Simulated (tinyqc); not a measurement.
Screening of the starting offset: band offset of a heterojunction with an interface dipole (two-band chains, self-consistent charge).

Sites alternate A, C. Left: A at -G1/2, C at +G1/2, hopping -t1; right: A at D - G2/2, C at D + G2/2, hopping -t2; the bonds across the two interfaces of a ring (C left to A right, C right to A left) have -sqrt(t1 t2). D is the offset of the mid-gaps, so Ev(right) - Ev(left) = D - (G2 - G1)/2 and Ec(right) - Ec(left) = D + (G2 - G1)/2. The closing bond has its sign reversed (antiperiodic ring). Half the levels are filled with two electrons each. The charge moved is q = (electrons on the left) less one a site; the mean over the two interfaces, q/2, is taken as the charge that crosses each, and its dipole opposes the offset: D = D0 - u q/2.

From here on the ring has 24 cells a side.

Values chosen for the exercise (gaps near those of GaAs and AlAs; the chains and D0 are free models, so the offsets are not those of the real pair; shifted at random, so the results belong to these values and not to a real crystal):
- G1 = 1.4 eV (gap on the left)
- G2 = 2.31 eV (gap on the right)
- t1 = 2.74 eV (hopping on the left)
- t2 = 1.88 eV (hopping on the right)
- u = 4.1 eV (potential step per electron moved across)

chi = 0.286919 1/eV

D0 is varied; the self-consistent D is found by bisection. chi = dq/dD at D = 0; the linear rule is D = S D0 with S = 1/(1 + u chi/2). The gap of the junction closes (type III) at |D| = (G1 + G2)/2.

Against D0:
```
2 D0/(G1 + G2)  D0 (eV)  q at D0   D (eV)    D/D0  linear (eV)
-0.85            -1.577  -0.5412  -0.9694  0.6148      -0.9928
-0.55            -1.020  -0.3140  -0.6360  0.6233      -0.6424
-0.30            -0.556  -0.1630  -0.3493  0.6278      -0.3504
-0.15            -0.278  -0.0802  -0.1751  0.6292      -0.1752
0.10              0.185   0.0533   0.1168  0.6294       0.1168
0.25              0.464   0.1350   0.2914  0.6283       0.2920
0.50              0.927   0.2819   0.5792  0.6244       0.5840
0.80              1.484   0.4974   0.9148  0.6165       0.9344
0.95              1.762   0.6438   1.0771  0.6112       1.1096
```

How do the results move, and what explains it?

D/D0 lies between 0.611 and 0.629, against S = 0.630 from chi at D = 0; the linear rule misses by at most 33 meV. q is odd in D. Less than half of the starting offset is screened, so the natural line-up still counts most.

Program tinyqc; command `OMP_NUM_THREADS=1 python tinyqc.py 1451204 1451205 out.jsonl`; about 0.4 s on one thread of a shared Intel(R) Xeon(R) Processor @ 2.30GHz.
